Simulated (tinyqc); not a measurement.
The first four gaps: longitudinal sound in a periodic multilayer: transfer matrices, stop bands and folded phonons. Computed by tinyqc, a small Python program. Command: `OMP_NUM_THREADS=1 python tinyqc.py 3002914 3002915 out.jsonl multilayer walk`. One thread of a shared host (Intel(R) Xeon(R) Processor @ 2.30GHz), about 0.01 s of CPU time with the checks.

Layers 1 and 2 repeat with period d = d_1 + d_2; waves travel normal to the layers, without loss. State vector (u, s): displacement u and stress divided by omega. Impedances Z = rho v are in 1e6 kg/(m^2 s).

Inputs (values chosen for the exercise, modelled on silica (layer 1), silicon nitride (layer 2) and silicon (substrate)):

| quantity | value | unit |
|---|---|---|
| density rho_1 | 2.23 | g/cm^3 |
| velocity v_1 | 6050 | m/s |
| thickness d_1 | 5.74 | nm |
| density rho_2 | 3.11 | g/cm^3 |
| velocity v_2 | 10100 | m/s |
| thickness d_2 | 9.61 | nm |
| substrate density | 2.35 | g/cm^3 |
| substrate velocity | 8370 | m/s |

Method:
- Z = rho v; interface reflection r = (Z_2 - Z_1)/(Z_2 + Z_1) (stress amplitude, from 1 into 2); Bragg frequency f_B = 1/[2 (d_1/v_1 + d_2/v_2)]; long-wave velocity v_eff = d/sqrt[(d_1/v_1)^2 + (d_2/v_2)^2 + (Z_1/Z_2 + Z_2/Z_1)(d_1/v_1)(d_2/v_2)].
- A layer maps (u, s) by [[cos p, sin p/Z], [-Z sin p, cos p]], p = 2 pi f d_i/v_i; one period is M = M_2 M_1, and cos(q d) = trace(M)/2.
- Gap m contains m f_B; its edges, where trace(M)/2 = (-1)^m, are found by root search. Weak-contrast estimate of the width: (4 f_B/pi) |r sin(m pi a)|, a = (d_1/v_1)/(d_1/v_1 + d_2/v_2).

Bragg frequency f_B = 263.124 GHz

Z_1 = 13.4915

Z_2 = 31.411

interface reflection r = 0.399076

Stop bands (GHz):

| m | lower edge | upper edge | width | weak-contrast estimate |
|---|---|---|---|---|
| 1 | 194.4 | 331.9 | 137.53 | 133.70 |
| 2 | 525.9 | 526.5 | 0.60 | 0.60 |
| 3 | 720.6 | 858.1 | 137.53 | 133.70 |
| 4 | 1051.9 | 1053.1 | 1.20 | 1.20 |

What does the comparison show, and why?

With a = 0.499, gap 1 is the widest and gap 2 the narrowest: the layers are near a quarter wave each at f_B, so the even gaps almost close. The weak-contrast estimate misses the first width by -2.8 % at |r| = 0.40. Odd gaps open at the edge of the folded zone (q = pi/d), even ones at its centre.
